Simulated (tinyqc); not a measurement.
# Barrier and mass from two Fowler-Nordheim currents

Problem. Fowler-Nordheim tunnelling through a dielectric follows J = A F^2 exp(-B/F), A = q^2 me/(16 pi^2 hbar m1 phi1) (A/V^2 with phi1 in volts), B = (4/3) sqrt(m1/C) phi1^1.5 (V/nm), C = hbar^2/(2 m0). Find B, A, phi1 and m1.

Values chosen for this exercise: emitter mass in the supply function me = 0.69 m0.

Constants: q = 1.602176634e-19 C, hbar = 1.054571817e-34 J s, m0 = 9.1093837015e-31 kg, hbar^2/(2 m0) = 0.0380998212 eV nm^2. Results are converted to the units shown.

J at F = 0.88 and 1.4 V/nm (A/cm^2): [0.010035384, 116.19209]

Answer. The slope of ln(J/F^2) against 1/F is -B and the intercept gives A. A fixes the product m1 phi1, and B = (4/3) phi1 sqrt(m1 phi1/C) then gives phi1.

B = 20.0 V/nm
A = 9.28e-7 A/V^2
phi1 = 2.73 eV
m1 = 0.420 m0

Computed by the program tinyqc: `OMP_NUM_THREADS=1 python tinyqc.py 2540099 2540100 out.jsonl`, one thread of a shared Intel Xeon 2.30GHz, about 0.03 s for the whole run.
